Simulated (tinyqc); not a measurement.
CCSD on RHF in the sto-6g basis, frozen core, for BeH+, spin multiplicity 1, step by step. One step of it, computed by the program tinyqc.

Problem. CCSD: starting amplitudes. t_ij^ab = <ij||ab> / (e_i + e_j - e_a - e_b), whose energy is MP2.

orbital energies (hartree): MO1 -5.091746, MO2 -0.742954, MO3 -0.265579, MO4 -0.147455, MO5 -0.147455, MO6 0.355395

Two-electron integrals over orbitals (pq|rs), unique and non-zero (hartree); the lowest 1 orbital is frozen and left out:
```
p,q,r,s,(pq|rs)
2,2,2,2,0.538132
3,2,2,2,-0.065573
3,2,3,2,0.031806
3,3,2,2,0.319483
3,3,3,2,0.027350
3,3,3,3,0.472455
4,2,4,2,0.042433
4,3,4,2,0.030451
4,3,4,3,0.052540
4,4,2,2,0.370604
4,4,3,2,0.017495
4,4,3,3,0.400542
4,4,4,4,0.450117
5,2,5,2,0.042433
5,3,5,2,0.030451
5,3,5,3,0.052540
5,4,5,4,0.024258
5,5,2,2,0.370604
5,5,3,2,0.017495
5,5,3,3,0.400542
5,5,4,4,0.401601
5,5,5,5,0.450117
6,2,2,2,0.065207
6,2,3,2,-0.045215
6,2,3,3,-0.028406
6,2,4,4,-0.052796
6,2,5,5,-0.052796
6,2,6,2,0.123231
6,3,2,2,-0.055869
6,3,3,2,0.026296
6,3,3,3,0.056864
6,3,4,4,0.015148
6,3,5,5,0.015148
6,3,6,2,-0.044643
6,3,6,3,0.045061
6,4,4,2,-0.030183
6,4,4,3,-0.015458
6,4,6,4,0.027101
6,5,5,2,-0.030183
6,5,5,3,-0.015458
6,5,6,5,0.027101
6,6,2,2,0.531952
6,6,3,2,-0.062935
6,6,3,3,0.350287
6,6,4,4,0.375814
6,6,5,5,0.375814
6,6,6,2,0.093014
6,6,6,3,-0.053875
6,6,6,6,0.567275
```

Give: Starting amplitudes; correlation energy.

Solution.

Starting amplitudes (spin orbitals 1a, 1b, ...; amplitudes related by a flip of all spins are not repeated):
```
from,to,t
2a 2b,6a 6b,-0.0561
2a 2b,5a 5b,-0.0356
2a 2b,4a 4b,-0.0356
2a 2b,3a 3b,-0.0333
2a 2b,3a 6b,0.0287
```

correlation energy = -0.013591 hartree
